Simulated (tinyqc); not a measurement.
Coverage against grain size: equilibrium and kinetic segregation of a solute to boundaries and growing surfaces. Computed by tinyqc, a small Python program. Command: `OMP_NUM_THREADS=1 python tinyqc.py 3002322 3002323 out.jsonl segreg walk`. One thread of a shared host (Intel(R) Xeon(R) Processor @ 2.30GHz), about 0.01 s of CPU time with the checks.

Inputs (values chosen for the exercise, modelled on phosphorus in polycrystalline silicon):

| quantity | value | unit |
|---|---|---|
| segregation energy Q | 0.436 | eV |
| total solute fraction x0 | 0.0004 | - |
| temperature T | 1225 | K |
| boundary thickness delta | 0.58 | nm |

Isotherm: Langmuir-McLean.

Constants: k_B = 8.617333262e-05 eV/K.

Method. With theta the solute fraction on boundary sites and x that in the grains, theta/(1 - theta) = [x/(1 - x)] exp[Q/(k_B T)]. Finite grains: boundary sites are the fraction f = 3 delta/d, and x0 = (1 - f) x + f theta; solve both equations for theta; share at boundaries = f theta/x0.

At T:

| d (nm) | theta | x in the grains | share at boundaries (%) |
|---|---|---|---|
| 15 | 0.003071 | 4.9525e-05 | 89.055 |
| 30 | 0.005462 | 8.8303e-05 | 79.205 |
| 60 | 0.008938 | 1.4499e-04 | 64.803 |
| 120 | 0.013092 | 2.1325e-04 | 47.460 |
| 250 | 0.017240 | 2.8197e-04 | 29.997 |
| 500 | 0.020174 | 3.3095e-04 | 17.552 |
| 1000 | 0.022043 | 3.6228e-04 | 9.589 |
| 5000 | 0.023800 | 3.9185e-04 | 2.071 |

What follows from these numbers?

From the largest grains to the smallest the share at boundaries rises from 2.1 to 89 %, and x/x0 falls to 0.12. In the dilute limit x/x0 = 1/(1 - f + f exp(Q/(k_B T))), which gives 0.12 at 15 nm.

Extremes, crossings and ranges named in words are read from the listed rows.
